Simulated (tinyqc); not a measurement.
Polytypes and stacking faults of a tetrahedral semiconductor in an axial Ising model with couplings up to third neighbours: one step, computed by the program tinyqc.

Each double layer has s = +1 or -1 for the sense of its stacking step; E per pair of atoms = E0 - sum_n J_n <s_i s_(i+n)>, n = 1, 2, 3. Hexagonality h = (1 - <s_i s_(i+1)>)/2.

Problem. Electronic energy gained by the fault. The fault binds electrons in a two-dimensional band E_b below the conduction edge, g2 = m m0/(pi hbar^2) for one valley. With the Fermi level held by the bulk, eta = ln[n/N_c(T)], N_c(T) = N_c (T/300)^1.5, the grand potential falls by g2 (k_B T)^2 F1(x), x = eta + E_b/(k_B T), F1(x) = integral from 0 to infinity of ln(1 + exp(x - t)) dt; sheet density g2 k_B T ln(1 + e^x). Band bending by the trapped charge is left out, so the gain is an upper bound. Net fault energy = gamma of the single Shockley (31) fault less the electronic gain.

Inputs (values chosen for the exercise, for a model crystal): binding energy of the fault level E_b = 0.34 eV; in-plane mass m = 0.31 m0; effective density of states N_c at 300 K = 1.4e+19 1/cm^3; electron density n = 1.5e+18 1/cm^3; temperature T = 650 K.

Host polytype: 4H.

energy of the glide fault, single Shockley (31) = 22.38825 mJ/m^2

Constants: m_0 = 9.1093837015e-31 kg; hbar = 1.054571817e-34 J s; k_B = 1.380649e-23 J/K; k_B = 8.617333262e-05 eV/K.

Give: x; sheet density; electronic gain; net fault energy.

Solution.

x = 2.6767

sheet density = 1.9898e+13 1/cm^2

electronic gain = 3.3586 mJ/m^2

net fault energy = 19.030 mJ/m^2

The gain offsets 15 % of the fault energy.
